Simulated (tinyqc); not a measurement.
# Pillar capacitor in an array: capacitance, non-linearity, leakage and relaxation: what changes with what

A film between two metal electrodes, each interface adding a series capacitance ci. The small-signal permittivity is ek (1 + aq E^2); the field is found with the linear permittivity. Leakage J = J0 sinh(E/Ef). After a voltage step the film passes a relaxation current kr C V tt^(-nr), tt being the time in seconds. The sidewall is a coaxial capacitor with radii a = dm/2 and b = dm/2 + t, depth AR dm; the end face is left out.

Values chosen for this exercise; permittivity of the order of that of tantalum oxide: relative permittivity of the film ek = 23.2; film thickness t = 12 nm; capacitance of each electrode interface (dead layer and screening) ci = 1000 uF/cm^2; quadratic field coefficient of the permittivity aq = 0.012 cm^2/MV^2; bias V = 2 V; exponent of the relaxation current nr = 0.989; strength of the relaxation kr = 0.0056; leakage prefactor J0 = 9.2e-11 A/cm^2; field for an e-fold rise of the leakage Ef = 0.38 MV/cm; diameter of the pillar dm = 52 nm; pitch of the square array pt = 110 nm; resistivity of the inner electrode rho = 340 uohm cm; duration of the write pulse t0 = 1e-8 s.

Constants: eps0 = 8.8541878128e-14 F/cm where lengths are in cm. Results are converted to the units shown.

Each table varies one quantity; the others keep the values above.

## Capacitance, non-linearity and leakage against thickness

Planar film: Cf = eps0 ek/t, 1/C = 1/Cf + 2/ci, EOT = 3.9 eps0/C, effective permittivity C t/eps0, E = (V/t) C/Cf; quadratic coefficient [C(V)/C - 1]/V^2 with Cf (1 + aq E^2) in C(V).

Capacitance, non-linearity and leakage against thickness:
```
t (nm),C (uF/cm^2),EOT (nm),effective permittivity,E (MV/cm),quadratic coefficient (ppm/V^2),J (A/cm^2)
4,5.0832,0.67932,22.964,4.9492,72519,2.0848e-5
5.6,3.6414,0.94829,23.031,3.5454,37394,5.1850e-7
7.9,2.5868,1.3349,23.080,2.5185,18923,3.4766e-8
11,1.8605,1.8560,23.114,1.8114,9805.6,5.4070e-9
16,1.2806,2.6966,23.141,1.2468,4651.4,1.2220e-9
22,0.93197,3.7052,23.157,0.90740,2465.5,4.9674e-10
31,0.66176,5.2181,23.169,0.64431,1243.7,2.4224e-10
43,0.47726,7.2354,23.178,0.46467,647.14,1.4271e-10
60,0.34213,10.093,23.184,0.33311,332.65,9.1379e-11
```

Read the table: what changes, and by how much?

C falls from 5.08 to 0.342 uF/cm^2 while the effective permittivity goes from 23.0 to 23.2 (ek = 23.2). EOT is a straight line in t with slope 3.9/ek = 0.168 and intercept 0.00691 nm. The quadratic coefficient goes as t^(-1.97) between the first two rows and t^(-2.00) between the last two (-2 without interfaces), and J falls by 5.36 decades.

## Cell against the aspect ratio

Per length 1/c = ln(b/a)/(2 pi eps0 ek) + (1/a + 1/b)/(2 pi ci); cell capacitance c AR dm; per footprint over pt^2; fields c V/(2 pi eps0 ek r) at r = a and b; resistance of the inner electrode rho AR dm/(pi a^2); time constant R C/3 of the distributed line.

The same in every row: field at a (MV/cm) = 2.0199; field at b (MV/cm) = 1.3821.

Results:
```
AR,cell capacitance (fF),per footprint (uF/cm^2),R (kohm),R C/3 (ps)
5,0.88119,7.2826,0.41625,0.12227
10,1.7624,14.565,0.83250,0.48906
30,5.2871,43.695,2.4975,4.4016
50,8.8119,72.826,4.1625,12.227
70,12.337,101.96,5.8275,23.964
100,17.624,145.65,8.3250,48.906
```

Estimate the missing row, AR = 20.

Computed row:
```
AR,cell capacitance (fF),per footprint (uF/cm^2),R (kohm),R C/3 (ps)
20,3.5248,29.130,1.6650,1.9562
```

With this row back in the table: As AR goes from 5 to 100, the cell capacitance rises from 0.881 to 17.6 fF, the capacitance per footprint rises from 7.28 to 146 uF/cm^2, the ratio of the two fields stays at 1.46 and R C/3 rises from 0.122 to 48.9 ps; the time constant goes as AR^(2.00) between the first two rows and AR^(2.00) between the last two.

## Charge lost after writing

Planar film: Cf = eps0 ek/t, 1/C = 1/Cf + 2/ci, EOT = 3.9 eps0/C, effective permittivity C t/eps0, E = (V/t) C/Cf. A capacitor written for t0 and then left open loses, as a share of C V, kr (tt^(1 - nr) - t0^(1 - nr))/(1 - nr) by relaxation and J tt/(C V) by leakage; both are taken as small, and rows far outside that range are left out.

The same in every row: leakage current (nA/cm^2) = 3.6391.

Charge lost after writing:
```
tt (s),relaxation current (nA/cm^2),loss by relaxation (%),loss by leakage (%),total loss (%)
1e-6,1.6413e7,2.1601,1.0666e-7,2.1601
1e-5,1.6834e6,3.2819,1.0666e-6,3.2819
0.0001,1.7266e5,4.4325,1.0666e-5,4.4325
0.001,17709,5.6126,1.0666e-4,5.6127
0.01,1816.3,6.8230,0.0010666,6.8240
0.1,186.29,8.0644,0.010666,8.0750
1,19.107,9.3376,0.10666,9.4443
10,1.9597,10.644,1.0666,11.710
```

The two currents are equal at tt = 5.35 s. The loss by relaxation grows from 2.16 to 10.6 %, by 1.12 points over the first decade and 1.31 over the last, while the loss by leakage grows tenfold a decade. Relaxation is the larger loss in every row.

Numbers from tinyqc (`OMP_NUM_THREADS=1 python tinyqc.py 2102175 2102176 out.jsonl`; about 0.01 s on one thread of a shared Intel Xeon 2.30GHz).
